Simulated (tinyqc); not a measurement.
Semiconductor laser, carrier and photon rate equations: one step of the calculation.

Carrier density N and photon density S in one mode: dN/dt = F1 = eta I/(q V) - (A N + B N^2 + C N^3) - vg g S; dS/dt = F2 = G vg g S + G be B N^2 - S/tp, with g = g0 ln(N/Ntr)/(1 + ec S). Output power P = Fo Eph S V/(G tp). No heating, no carrier transport.

Task. Threshold. gth = 1/(G vg tp), Nth = Ntr exp(gth/g0), Ith = q V (A Nth + B Nth^2 + C Nth^3)/eta. Above it S is near G tp eta (I - Ith)/(q V). Carrier lifetime at threshold Nth/(A Nth + B Nth^2 + C Nth^3).

Inputs (values chosen for the exercise):
- V = 1.2e-11 cm^3 (active volume)
- G = 0.042 (confinement factor)
- vg = 7.8e9 cm/s (group velocity)
- g0 = 1600 1/cm (gain coefficient)
- Ntr = 1.7e18 cm^-3 (transparency density)
- tp = 2.6 ps (photon lifetime)
- A = 6.8e7 1/s (defect recombination coefficient)
- B = 6.2e-11 cm^3/s (radiative coefficient)
- C = 4.7e-30 cm^6/s (Auger coefficient)
- eta = 0.9 (injection efficiency)
- I = 6.3 mA (drive current)

Constants: q = 1.602176634e-19 C. Results are converted to the units shown.

Wanted: gth; Nth; Ith; estimate of S; carrier lifetime.

Result.

gth = 1174 1/cm
Nth = 3.541e18 cm^-3
Ith = 2.621 mA
estimate of S = 1.881e14 cm^-3
carrier lifetime = 2.886 ns

Numbers from tinyqc (`OMP_NUM_THREADS=1 python tinyqc.py 2840037 2840038 out.jsonl`; about 0.01 s on one thread of a shared Intel Xeon 2.30GHz).
